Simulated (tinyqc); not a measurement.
Isotope shift of the local mode: vibrations of a mass or spring defect in a linear chain. Computed by tinyqc, a small Python program. Command: `OMP_NUM_THREADS=1 python tinyqc.py 3007966 3007967 out.jsonl localmode walk`. One thread of a shared host (Intel(R) Xeon(R) Processor @ 2.30GHz), about 0.01 s of CPU time with the checks.

A ring of N atoms with nearest-neighbour springs k and motion along the chain. Atom 1 is the defect, of mass M', and its two springs are k'. All other atoms have the mass M.

Inputs (values chosen for the exercise, for a model chain):

| quantity | value | unit |
|---|---|---|
| spring constant k | 8.71 | eV/angstrom^2 |
| host mass M | 27 | u |
| defect mass M' | 9.29 | u |
| spring ratio k'/k at the defect | 0.75 | - |
| isotope mass step | 1 | u |

Host: monatomic.

Constants: nu for 1 eV/(angstrom^2 u) = 15.6333042 THz.

Method:
- Host band: lambda from 0 to 4k/M.
- nu = 15.6333042 THz x sqrt(lambda), lambda in eV/(angstrom^2 u).
- D_ii = (sum of the two springs at i)/M_i, D_ij = -k_ij/sqrt(M_i M_j) for neighbours, closed into a ring.
- The same matrix for 120 atoms; amplitudes are the mass-weighted eigenvector, in size, relative to the defect, for the highest mode; its weight is the squared component of the normalised eigenvector on the defect.
- Raise M' by the isotope step in the 120-atom ring. First order, good only for a step much smaller than M': Delta nu/nu = -(1/2) (weight on the defect) Delta M'/M'; a defect vibrating against fixed neighbours would give sqrt(M'/(M' + step)) - 1.

highest frequency, long ring = 20.5519 THz

weight of the highest mode on the defect = 0.745274

shift, exact = -3.6291 %

shift, first order = -4.0112 %

shift, fixed neighbours = -4.9833 %

The shift is 73 % of the fixed-neighbour value; all other atoms together carry 25 % of the kinetic energy of the mode.

Extremes, crossings and ranges named in words are read from the listed rows.
